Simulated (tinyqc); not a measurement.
Tight binding, honeycomb lattice, step by step. One step of it, computed by the program tinyqc.

Question. Bloch Hamiltonian at k. H_AB = -t1 (1 + exp(-i k.a1) + exp(-i k.a2)); H_AA = delta - 2 t2 sum cos(k.b + phi), H_BB = -delta - 2 t2 sum cos(k.b - phi), b = a1, a2 - a1, -a2.

Parameters chosen for this model:
```
parameter     value                        unit
t1         1.500000                 eV, nearest
t2                0       eV, second neighbours
phi               0  rad, phase of t2 (Haldane)
delta             0          eV, +/- on A and B
```

k point k (fractions of the reciprocal vectors): -0.010000  -0.300000

Give: H(k) at k.

Answer.

H(k) at k (eV):
```
                 A                B
A           0.0000  -2.5335-1.5208i
B  -2.5335+1.5208i           0.0000
```
